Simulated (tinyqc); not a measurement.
Chemical shift by three methods: effective-mass impurity with a central-cell term, in a basis of Slater functions. Computed by tinyqc, a small Python program. Command: `OMP_NUM_THREADS=1 python tinyqc.py 3026413 3026414 out.jsonl centralcell walk`. One thread of a shared host (Intel(R) Xeon(R) Processor @ 2.30GHz), about 0.01 s of CPU time with the checks.

The envelope obeys H = -nabla^2 - (2/r) [Z + A exp(-kappa r)] in effective units, with kappa = a*/lambda; positive A deepens the well near the core.

Inputs (values chosen for the exercise, with mass and screening modelled on GaP): effective mass m = 0.514 m_0; dielectric constant eps = 10.8; charge Z of the core = 2; central-cell strength A = 1.9; central-cell range lambda = 1.3 angstrom.

Impurity: donor, one isotropic band.

Constants: Ry = 13.605693123 eV; a_0 = 0.529177210903 angstrom.

Method:
- Units: Ry* = Ry m/eps^2 and a* = a_0 eps/m, with m in m_0.
- kappa = a*/lambda; the hydrogenic ground state is bound by Z^2 Ry*.
- For s functions exp(-zeta r), with s = zeta_i + zeta_j: S = 2/s^3, T = zeta_i zeta_j S, V = -2 Z/s^2, W = -2 A/(s + kappa)^2; each function is normalised by dividing by sqrt(S_ii S_jj).
- Large basis: zeta_i = 0.06 x 1.6^(i-1), i = 1..22, same formulas; for p functions r exp(-zeta r): S = 24/s^5, T = zeta_i zeta_j S (centrifugal term included), V = -12 Z/s^4, W = -12 A/(s + kappa)^4; overlap eigenvalues below 1e-11 are dropped.
- First order: shift = 8 A Z^3/(2 Z + kappa)^2 Ry*. One exponent: minimise zeta^2 - 2 Z zeta - 8 A zeta^3/(2 zeta + kappa)^2 by golden section on 0.2 to 6 Z. All shifts are the binding beyond Z^2 Ry*.

kappa = 8.55300 1/a*

Ry* = 59.9565 meV

hydrogenic binding energy = 239.826 meV

Shift of the 1s binding energy (meV):
```
A       first order  one exponent  large basis
-1.900      -46.267       -36.479      -34.637
-0.950      -23.134       -20.391      -19.854
0.190         4.627         4.755        4.780
0.475        11.567        12.401       12.570
0.950        23.134        26.724       27.451
1.900        46.267        63.107       66.418
2.380        57.956        86.779       92.257
```

The three columns are ordered, first order <= one exponent <= large basis, since each is a variational bound with more freedom. At the largest attractive A first order gives 63 % and one exponent 94 % of the shift; at the most repulsive A the true shift is -34.637 meV against -46.267. Attraction pulls the envelope in and feeds itself, repulsion pushes it out and saturates. Caution: the effective Bohr radius is only a few bond lengths, so the envelope approximation is rough.

Extremes, crossings and ranges named in words are read from the listed rows.
